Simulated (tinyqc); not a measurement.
Lateral field, substrate current, probability of reaching the oxide barrier and hot-carrier lifetime of a silicon transistor (pseudo-two-dimensional and lucky-electron models): one step, computed by the program tinyqc.

Local-field models: a lucky carrier gains its energy at the peak field over a path free of collisions. Voltages are magnitudes.

Problem. Hot-carrier currents and lifetime. C_ox = 3.9 eps_0/t; F_sat = 2 v_s/mu; V_Dsat = V_ov F_sat L/(V_ov + F_sat L), V_ov = V_G - V_T; I_D/W = C_ox v_s (V_ov - V_Dsat). Scale length l = 0.22 t^(1/3) x_j^(1/2) (all in cm); F_m = sqrt(((V_D - V_Dsat)/l_e)^2 + F_sat^2), with l_e = l + L_n; length of the velocity-saturated region l_e ln((V_D - V_Dsat)/(l_e F_sat) + F_m/F_sat). Substrate current I_sub/I_D = (A_i/B_i)(V_D - V_Dsat) exp(-B_i/F_m); probability of reaching the oxide barrier exp(-phi_b/(e lambda F_m)); lifetime tau = (H/(I_D/W)) exp(phi_it/(e lambda F_m)).

Inputs (values chosen for the exercise, modelled on a silicon n-channel):

| quantity | value | unit |
|---|---|---|
| channel length L | 210 | nm |
| oxide thickness t | 3.7 | nm |
| junction depth x_j | 60 | nm |
| mobility mu | 360 | cm^2/(V s) |
| saturation velocity v_s | 0.8 | 1e7 cm/s |
| threshold voltage V_T | 0.38 | V |
| gate voltage V_G | 0.97 | V |
| drain voltage V_D | 2.1 | V |
| ionisation prefactor A_i | 2e+06 | 1/cm |
| ionisation field B_i | 1.65 | MV/cm |
| hot-carrier mean free path lambda | 8.7 | nm |
| oxide barrier phi_b | 3.1 | eV |
| interface-trap threshold phi_it | 3.8 | eV |
| lifetime constant H | 30 | s microampere/micrometre |
| length of the depleted extension L_n | 14 | nm |

Drain: lightly doped extension.

Constants: eps_0 = 8.8541878128e-12 F/m.

Give: I_sub/I_D; substrate current I_sub/W; probability of reaching phi_b; lifetime tau; exponent m = phi_it/(e lambda B_i).

Solution.

I_sub/I_D = 0.014842

substrate current I_sub/W = 2.5322 microampere/micrometre

probability of reaching phi_b = 2.2500e-05

lifetime tau = 87585 s

exponent m = phi_it/(e lambda B_i) = 2.6472

Since both exponentials depend on 1/F_m, tau I_D scales about as (I_sub/I_D)^(-m) with m = 2.65, which lets I_sub serve as the monitor. The lifetime is 2.78e-4 times ten years (3.156e8 s).
